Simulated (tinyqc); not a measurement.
## Depth and level of a trap from the time ratio

Problem. For an oxide trap tc/te = exp(E/Vt) with E = E0 - dpsi - (xt/tox)(Vg - VT - dpsi), dpsi being the rise of the surface potential above its value at threshold. Find xt and E0, and the depth that would be read if dpsi were ignored.

Parameters, values chosen for the exercise: temperature T = 250 K; insulator thickness tox = 1.6 nm.

Constants: q = 1.602176634e-19 C, kB = 1.380649e-23 J/K, Vt = kB T/q. Results are converted to the units shown.

Vg - VT (V): [0.35, 0.5]
tc/te: [3.2315309, 0.13340936]
dpsi (V): [0.062574988, 0.071122515]

Solution. E + dpsi is a straight line in the oxide voltage Vg - VT - dpsi with slope -xt/tox and intercept E0. Ignoring dpsi assigns the motion of the bands to the trap and overstates its depth.

xt = 0.6800 nm
E0 = 0.2100 eV
depth read without dpsi = 0.7324 nm

Computed by the program tinyqc: `OMP_NUM_THREADS=1 python tinyqc.py 2710088 2710089 out.jsonl`, one thread of a shared Intel Xeon 2.30GHz, about 0.01 s for the whole run.
